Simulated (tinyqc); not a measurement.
Inside a calculation. Model: short-channel transistor, virtual-source model with series resistance.

Numbers from tinyqc (`OMP_NUM_THREADS=1 python tinyqc.py 2380012 2380013 out.jsonl`; about 0.01 s on one thread of a shared Intel Xeon 2.30GHz). Printed values are rounded.

The current per gate width is the charge at the top of the source barrier (the virtual source) times its velocity times a saturation function; al and be are fitting constants of the model. Units: I in uA/um, Rs in ohm um, so I Rs = 1e-6 I Rs in volts; Q in uC/cm^2, so I = 1e-4 Q vx0 Fsat with vx0 in cm/s.

Inputs (values chosen for the exercise):
```
symbol   value        unit                                                         meaning
T          300           K                                                     temperature
Cinv      1.45     uF/cm^2                                           inversion capacitance
vx0     2.06e7        cm/s                                  velocity at the virtual source
mu         110  cm^2/(V s)                                               apparent mobility
L           45          nm                                                  channel length
VT0       0.43           V                                 threshold at zero drain voltage
dl       0.042         V/V                                  drain-induced barrier lowering
n0        1.08                                                         subthreshold factor
nd           0         1/V                                  growth of n with drain voltage
al         3.5              threshold shift (in units of Vt) from weak to strong inversion
be         1.4                                                     sharpness of saturation
Rs          50      ohm um                               series resistance of each contact
Vgs        0.7           V                                                    gate voltage
Vds        0.7           V                                                   drain voltage
```

Constants: q = 1.602176634e-19 C, kB = 1.380649e-23 J/K, Vt = kB T/q. Results are converted to the units shown.

## Iteration 1: current through the series resistance

I at the start = 0 uA/um

Intrinsic voltages Vg' = Vgs - I Rs, Vd' = Vds - 2 I Rs. n = n0 + nd Vd', VT = VT0 - dl Vd', Ff = 1/(1 + exp((Vg' - VT + al Vt/2)/(al Vt))), Q = Cinv n Vt ln(1 + exp((Vg' - VT + al Vt Ff)/(n Vt))), Vdsat = (vx0 L/mu)(1 - Ff) + Vt Ff, Fsat = u/(1 + u^be)^(1/be) with u = Vd'/Vdsat, and I(out) = Q vx0 Fsat per width. (Fsat takes the sign of u.) I(new) = I + 0.3 (I(out) - I).

Vg' = 0.7 V
Vd' = 0.7 V
VT = 0.4006 V
Ff = 0.0216906
Q = 0.436977 uC/cm^2
Vdsat = 0.825009 V
Fsat = 0.558793
I(out) = 503.010 uA/um
I after iteration 1 = 150.903 uA/um

## Iteration 2: current through the series resistance

As before.

Vg' = 0.692455 V
Vd' = 0.684910 V
VT = 0.401234 V
Ff = 0.0236940
Q = 0.425380 uC/cm^2
Vdsat = 0.823372 V
Fsat = 0.552621
I(out) = 484.253 uA/um
I after iteration 2 = 250.908 uA/um

## Course of the iteration: current through the series resistance

Stop when I changes by less than 1e-7 uA/um, or after 80 iterations.

Course of the iteration:
```
iteration  I (uA/um)  |change| (uA/um)
1            150.903               151
2            250.908               100
3            317.221              66.3
4            361.211              44.0
5            390.400              29.2
6            409.772              19.4
7            422.630              12.9
8            431.165              8.53
9            436.831              5.67
...              ...               ...
45           448.021           2.23e-6
46           448.021           1.48e-6
47           448.021           9.84e-7
48           448.021           6.53e-7
49           448.021           4.34e-7
50           448.021           2.88e-7
51           448.021           1.91e-7
52           448.021           1.27e-7
53           448.021           8.43e-8
```

Converged in 53 iterations. At the end each change is about 0.66 times the one before: linear convergence.

## What the series resistance costs

converged I = 448.021 uA/um
I0 = 503.010 uA/um

Intrinsic voltages Vg' = Vgs - I Rs, Vd' = Vds - 2 I Rs. n = n0 + nd Vd', VT = VT0 - dl Vd', Ff = 1/(1 + exp((Vg' - VT + al Vt/2)/(al Vt))), Q = Cinv n Vt ln(1 + exp((Vg' - VT + al Vt Ff)/(n Vt))), Vdsat = (vx0 L/mu)(1 - Ff) + Vt Ff, Fsat = u/(1 + u^be)^(1/be) with u = Vd'/Vdsat, and I = Q vx0 Fsat per width. I0 is the current for Rs = 0. Effective velocity I/Q; transit time L Q/I.

loss against I0 = 10.9319 %
effective velocity = 1.11277e7 cm/s
transit time = 0.404397 ps

The carriers leave the virtual source at 54.0 % of vx0: Vd' is not large against Vdsat.
